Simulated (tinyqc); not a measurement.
Changing the backscatter range beta: electron-beam lithography: double-Gaussian proximity function, edge placement and dose correction for parallel lines. Computed by tinyqc, a small Python program. Command: `OMP_NUM_THREADS=1 python tinyqc.py 3114074 3114075 out.jsonl proximity sweep`. One thread of a shared host (Intel(R) Xeon(R) Processor @ 2.30GHz), about 0.01 s of CPU time with the checks.

Lines are infinitely long. Absorbed energy is counted so that the middle of a very large area written at dose 1 receives 1; the resist develops where it exceeds 1/2.

Inputs (values chosen for the exercise, of the order of those for 100 keV electrons in resist on silicon): forward range alpha = 0.012 micrometre; backscatter ratio eta = 1.1.

line widths (micrometre): 12  0.034  0.057  4.6

gaps between the lines (micrometre): 21  2.1  2.3

Method:
- The first line starts at x = 0; each next one starts after the width and the gap.
- f(r) = [exp(-r^2/alpha^2)/alpha^2 + eta exp(-r^2/beta^2)/beta^2]/(pi (1 + eta)). A line from a to b at dose d gives E(x) = d [S(alpha) + eta S(beta)]/(1 + eta), S(s) = [erf((b - x)/s) - erf((a - x)/s)]/2.
- M_ij is the mean of E at the two edges of line i from line j at dose 1.
- Uncorrected edge energies are M 1. Solve M d = 1/2 for the doses d that put the mean edge energy of every line at the threshold.

One run for each value:

| backscatter range beta (micrometre) | largest over smallest dose |
|---|---|
| 3.9 | 1.9382 |
| 7.0 | 1.6621 |
| 13.0 | 1.4164 |
| 23.0 | 1.2454 |
| 42.0 | 1.0886 |
| 76.0 | 1.0197 |
| 140.0 | 1.0034 |
| 250.0 | 1.0006 |

Over the rows, largest over smallest dose falls from 1.94 to 1.00 (exponent d ln y / d ln x -0.26 between the first rows and -0.0049 between the last).

Extremes, crossings and ranges named in words are read from the listed rows.
